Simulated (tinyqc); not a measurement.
# Anisotropic elasticity and sound waves of a cubic crystal, step by step

A worked calculation. Computed by tinyqc, a small Python program that keeps every step. Command: `OMP_NUM_THREADS=1 python tinyqc.py 3025076 3025077 out.jsonl cubicelastic walk`. One thread of a shared host (Intel(R) Xeon(R) Processor @ 2.30GHz), about 0.01 s of CPU time with the checks. Intermediate numbers are printed to about 5 digits and carried at full precision; extremes and crossings named in words are read from the listed rows.

Voigt order 1..6 = xx, yy, zz, yz, xz, xy, with engineering shear strains. The rotated frame has x' as named, z' along the wafer normal and y' = z' x x'.

Inputs (values chosen for the exercise, modelled on aluminium):
```
quantity,value,unit
C11,105.2,GPa
C12,61.52,GPa
C44,28.84,GPa
density rho,2.681,g/cm^3
expansion coefficient of the film,24,ppm/K
expansion coefficient of the substrate,2.6,ppm/K
cooling Delta T,500,K
```

Frame: (112) wafer, x' along [1-10].

wave normal (not normalised): [1, 3.5, 3.2]

## Compliances and anisotropy

S11 = (C11 + C12)/D, S12 = -C12/D, D = (C11 - C12)(C11 + 2 C12), S44 = 1/C44. Zener ratio A = 2 C44/(C11 - C12); S0 = S11 - S12 - S44/2; H = 2 C44 + C12 - C11.

S11 = 16.723 1/TPa

S12 = -6.1708 1/TPa

S44 = 34.674 1/TPa

Zener ratio A = 1.3205

S0 = 5.5567 1/TPa

H = 14 GPa

## Stiffness in the rotated frame

direction cosines a (rows x', y', z' in the cube axes):
```
,x,y,z
x',0.70711,-0.70711,0.00000
y',0.57735,0.57735,-0.57735
z',0.40825,0.40825,0.81650
```

C'_ijkl = C12 delta_ij delta_kl + C44 (delta_ik delta_jl + delta_il delta_jk) - H sum_m a_im a_jm a_km a_lm.

C' (GPa), lower triangle (symmetric):
```
,1,2,3,4,5,6
1,112.20
2,56.85,114.53
3,59.19,56.85,112.20
4,-3.30,0.00,3.30,24.17
5,0.00,0.00,0.00,0.00,26.51
6,0.00,0.00,0.00,0.00,-3.30,24.17
```

Normal stress couples to shear strain in this frame.

## Moduli along the axes of the frame

Invert C' to S'. E along x' = 1/S'11, along y' = 1/S'22; Poisson ratios nu(x'y') = -S'12/S'11 and nu(x'z') = -S'13/S'11; in-plane shear modulus 1/S'66.

E along x' = 71.712 GPa

E along y' = 76.814 GPa

nu(x'y') = 0.30969

nu(x'z') = 0.37611

in-plane shear modulus = 23.763 GPa

E differs between x' and y' by -6.6 %.

## Thermal stress in a film with this orientation

On cooling, a thick substrate imposes eps_1 = eps_2 = (alpha_film - alpha_substrate) Delta T and eps_6 = 0; the free surface sets sigma_3 = sigma_4 = sigma_5 = 0, which fixes eps_3, eps_4, eps_5. Biaxial modulus M = (sigma_1 + sigma_2)/(2 eps); energy density M eps^2. Elastic response and constant coefficients are assumed.

in-plane strain = 10.7 per mille

elastic strain along the normal = -11.154 per mille

stress along x' = 1138.9 MPa

stress along y' = 1199.7 MPa

biaxial modulus M = 109.28 GPa

energy density = 12.511 MJ/m^3

The film ends in tension. Caution: the thermal stress of this film exceeds 200 MPa, which can relax by slip, cracking or buckling in a real film.

## Sound waves along the wave normal

In the cube axes, with unit normal n: G_ij = (C12 + C44) n_i n_j + (C44 - H n_i^2) delta_ij, eigenvalues rho v^2, eigenvectors u (columns, largest component positive). Group velocity V_i = [(C12 + C44)(u.n) u_i + C44 n_i - H u_i^2 n_i]/(rho v); its angle to n has cosine v/|V|.

Christoffel matrix (GPa):
```
,x,y,z
x,32.091,13.464,12.310
y,13.464,68.662,43.084
z,12.310,43.084,62.128
```

phase velocities (m/s): [2876.6, 3229.8, 6484.4]

polarisations:
```
,slow,fast,longitudinal
x,0.02080,0.97513,0.22065
y,-0.68291,-0.14733,0.71549
z,0.73020,-0.16556,0.66287
```

group speeds (m/s): [2885.5, 3261.5, 6486.3]

angles between V and n (degree): [4.5135, 7.9987, 1.4020]

Energy flows off the wave normal by up to 8.0 degrees, for the fast transverse wave.

## Polycrystal bounds against single-crystal directions

B = (C11 + 2 C12)/3; Voigt G = (C11 - C12 + 3 C44)/5; Reuss G = 5/(4 (S11 - S12) + 3 S44); Hill is their mean; E = 9BG/(3B + G), nu = (3B - 2G)/(6B + 2G). Along <hkl>, with g = 0, 1/4, 1/3: 1/E = S11 - 2 S0 g; for a film with that normal C33 = C11 + 2 H g and M = [6B - (3B - C33) - (3B - C33)^2/C33]/2.

bulk modulus B = 76.08 GPa

Averages:
```
average,G (GPa),E (GPa),nu
Voigt,26.040,70.120,0.34639
Reuss,25.563,68.964,0.34892
Hill,25.801,69.543,0.34765
```

Directions:
```
direction,E (GPa),biaxial modulus M (GPa)
<100>,59.798,94.77
<110>,71.712,110.21
<111>,76.814,114.94
```

The bounds on G differ by 1.9 %, while E varies by a factor 1.28 with direction; with A above 1 the stiffest axis is <111>. Under a fixed mismatch strain, grains with a <100> normal store the least energy.

Checks made by the program: E along x' against 1/E = S11 - 2 S0 (l^2 m^2 + m^2 n^2 + n^2 l^2) (relative difference below 1e-10).
